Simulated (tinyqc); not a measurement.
## Surface potential of a MOS transistor: implicit equation and explicit approximations: effect of the channel-body voltage at fixed gate voltage

p-type body, charge-sheet picture, depletion and inversion only, full ionisation (an idealisation for deep acceptors), Boltzmann statistics (rough once Na exp(x - xn) passes about Nc/7). In units of Vt: xg = (Vg - Vfb)/Vt, x = psi/Vt, G = gamma/sqrt(Vt), xn = (2 phiF + Vc)/Vt. The implicit equation is (xg - x)^2 = G^2 [x - 1 + exp(x - xn)] for x above about 3. Cox = eps0 eox/tox.

ni = sqrt(Nc Nv) exp(-Eg/(2 Vt)), Eg in volts; phiF = Vt ln(Na/ni); gamma = sqrt(2 q eps0 eps_r Na)/Cox; VT = Vfb + Vt (xn + G sqrt(xn - 1)). Depletion value a = 1 + [sqrt(G^2/4 + xg - 1) - G/2]^2; inversion value b = xn + ln[(xg - xn)^2/G^2 - xn + 1] and first guess y = min(a, b) - ln(1 + exp(-|a - b|)) if a > xn + 1, else b = y = a; one second-order correction with D = exp(y - xn), p = 2 (xg - y) + G^2 (1 + D), w = (xg - y)^2 - G^2 (y - 1 + D): z = y + 2 w/(p + sqrt(p^2 - 2 (2 - G^2 D) w)), or the Newton step z = y + w/p where the root is not real. N_inv = (Cox Vt G/q) [sqrt(x - 1 + exp(x - xn)) - sqrt(x - 1)] at the root. Lambert form (Cox m Vt/q) W0[(G/(2 m sqrt(xn - 1))) exp((Vg - VT)/(m Vt))], m = 1 + G/(2 sqrt(xn - 1)). Errors under 1e-4 mV, and the linear form below VT, are printed as 0.

Parameters, values chosen for the exercise; band and dielectric values close to those of silicon:
- T = 300 K (temperature)
- Eg = 1.14 eV (band gap)
- eps_r = 11.8 (relative permittivity)
- Nc = 2.76e19 cm^-3 (conduction-band density of states at T)
- Nv = 2.69e19 cm^-3 (valence-band density of states at T)
- eox = 3.9 (relative permittivity of the gate insulator (close to silicon dioxide))
- tox = 23 nm (insulator thickness)
- Na = 3.5e16 cm^-3 (acceptor density)
- Vfb = -0.95 V (flat-band voltage)
- Vg = 2.52 V (gate-body voltage)

Constants: q = 1.602176634e-19 C, kB = 1.380649e-23 J/K, Vt = kB T/q, eps0 = 8.8541878128e-14 F/cm where lengths are in cm. Results are converted to the units shown.

Results:

| Vc (V) | psi (V) | x - xn | error of y (mV) | error of z (mV) | N_inv (cm^-2) | Cox (Vg - VT)/q (cm^-2) | Lambert form (cm^-2) |
|---|---|---|---|---|---|---|---|
| 0 | 0.9529 | 6.077 | 3.69 | -0.0137 | 1.708e12 | 1.913e12 | 1.737e12 |
| 0.2 | 1.148 | 5.880 | 4.02 | -0.0179 | 1.460e12 | 1.653e12 | 1.484e12 |
| 0.4 | 1.342 | 5.656 | 4.44 | -0.0244 | 1.219e12 | 1.400e12 | 1.238e12 |
| 0.6 | 1.535 | 5.394 | 5.00 | -0.0355 | 9.830e11 | 1.153e12 | 9.978e11 |
| 1 | 1.916 | 4.668 | 7.10 | -0.108 | 5.268e11 | 6.700e11 | 5.345e11 |
| 1.2 | 2.101 | 4.080 | 9.54 | -0.283 | 3.093e11 | 4.332e11 | 3.138e11 |
| 1.4 | 2.273 | 2.982 | 14.9 | -1.30 | 1.090e11 | 1.988e11 | 1.106e11 |

Estimate the missing row, Vc = 0.8 V.

Computed row:

| Vc (V) | psi (V) | x - xn | error of y (mV) | error of z (mV) | N_inv (cm^-2) | Cox (Vg - VT)/q (cm^-2) | Lambert form (cm^-2) |
|---|---|---|---|---|---|---|---|
| 0.8 | 1.727 | 5.077 | 5.81 | -0.0570 | 7.521e11 | 9.097e11 | 7.632e11 |

With this row back in the table: As Vc goes from 0 to 1.4, psi rises from 0.953 to 2.27 V, x - xn falls from 6.08 to 2.98 and N_inv falls from 1.71e12 to 1.09e11 cm^-2. The Lambert form lies between 1.01 and 1.02 times N_inv. For Vc = 0, 0.2, 0.4, 0.6, 0.8 the electron quasi-Fermi level lies less than 2 Vt below the band edge at the surface, or above it, where degeneracy and confinement, left out, matter.

tinyqc, about 0.01 s, one thread, Intel Xeon 2.30GHz (shared host): `OMP_NUM_THREADS=1 python tinyqc.py 2122177 2122178 out.jsonl`
